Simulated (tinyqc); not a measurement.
Current of a Schottky diode by thermionic-emission-diffusion theory, and its read-back from I-V-T and C-V data: one step, computed by the program tinyqc.

Full ionisation, no tunnelling, no recombination current. V is the voltage across the junction itself, forward positive.

Question. Barrier at the given bias. N_c(T) = N_c (T/300 K)^(3/2); V_bi = phi_0 - (k_B T/e) ln(N_c(T)/N); surface field F = sqrt(2 e N (V_bi - V - k_B T/e)/(eps eps_0)); image lowering d_phi = sqrt(e F/(4 pi eps eps_0)); effective barrier phi = phi_0 - d_phi - sigma^2 (1 - rho V)/(2 k_B T).

Inputs (values chosen for the exercise, modelled on p-type silicon):
```
quantity                                     value          unit
Richardson constant A*                        30.9  A/(cm^2 K^2)
effective density of states at 300 K, N_c  2.6e+19        1/cm^3
permittivity eps                              11.7             -
mobility mu                                    420    cm^2/(V s)
barrier without image force phi_0 (mean)     0.527            eV
doping N                                   2.1e+17        1/cm^3
junction voltage V                            0.15             V
temperature T                                  300             K
standard deviation sigma                        42           meV
relative change of sigma^2 with bias, rho      0.3           1/V
```

Barrier: Gaussian spread of heights.

Constants: k_B = 8.617333262e-05 eV/K; e = 1.602176634e-19 C; eps_0 = 8.8541878128e-12 F/m.

Give: built-in voltage V_bi; surface field F; image lowering; effective barrier phi.

Answer.

built-in voltage V_bi = 0.4024 V

surface field F = 121.3 kV/cm

image lowering = 38.64 meV

effective barrier phi = 0.4558 eV
